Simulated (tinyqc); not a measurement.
# Changing the oxidant pressure p

Model: Deal-Grove kinetics of thermal oxidation of silicon. Computed by tinyqc, a small Python program. Command: `OMP_NUM_THREADS=1 python tinyqc.py 3028730 3028731 out.jsonl oxide sweep`. One thread of a shared host (Intel(R) Xeon(R) Processor @ 2.30GHz), about 0.2 s of CPU time with the checks.

Oxidant diffuses through the oxide and reacts at the interface, so that dx/dt = B/(A + 2x) for the oxide thickness x.

Inputs (values chosen for the exercise, close to those used for silicon):
```
quantity                       value    unit
prefactor B0                     735  um^2/h
activation energy E_B           1.21      eV
prefactor (B/A)0            7.12e+06    um/h
activation energy E_A           2.01      eV
temperature T                    925       C
pressure exponent m of B/A      0.77       -
initial oxide x_i              0.025      um
time t                           5.5       h
```

Ambient: dry oxygen. Surface: (111).

Constants: k_B = 8.617333262e-05 eV/K.

Method:
- B = B0 p exp(-E_B/(k_B T)), B/A = (B/A)0 p^m exp(-E_A/(k_B T)), p in atm; A = B/(B/A).
- Temperatures in kelvin are T(C) + 273.15.
- tau = (x_i^2 + A x_i)/B and x = (A/2) [sqrt(1 + 4 B (t + tau)/A^2) - 1], the root of x^2 + A x = B (t + tau).
- Silicon consumed is 0.44 times the oxide grown; the rate is B/(A + 2x).

One run for each value; columns: (1) oxidant pressure p (atm); (2) oxide thickness x (um); (3) length A (um); (4) final growth rate (um/h); (5) parabolic constant B (um^2/h):
```
(1)       (2)      (3)       (4)         (5)
0.05  0.03417  0.12012  0.001586  2.9897e-04
0.12  0.04333  0.14691  0.003072  7.1754e-04
0.3   0.06179  0.18138  0.005882  1.7938e-03
0.72  0.09439  0.22184  0.010485  4.3052e-03
1.7   0.15043  0.27030  0.017797  1.0165e-02
4.2   0.25164  0.33281  0.030037  2.5114e-02
10    0.41404  0.40630  0.048441  5.9795e-02
25    0.69695  0.50162  0.078863  1.4949e-01
```

What does the table show, and why?

Over the rows, oxide thickness x (um) rises from 0.0342 to 0.697 (exponent d ln y / d ln x 0.27 between the first rows and 0.57 between the last); length A (um) rises from 0.120 to 0.502 (exponent d ln y / d ln x about 0.23 throughout); final growth rate (um/h) rises from 0.00159 to 0.0789 (exponent d ln y / d ln x 0.75 between the first rows and 0.53 between the last). B is proportional to p and B/A to p^0.77, so A goes as p^0.23. The exponent of x is bounded by m in the linear regime and tends to 1/2 in the parabolic one.
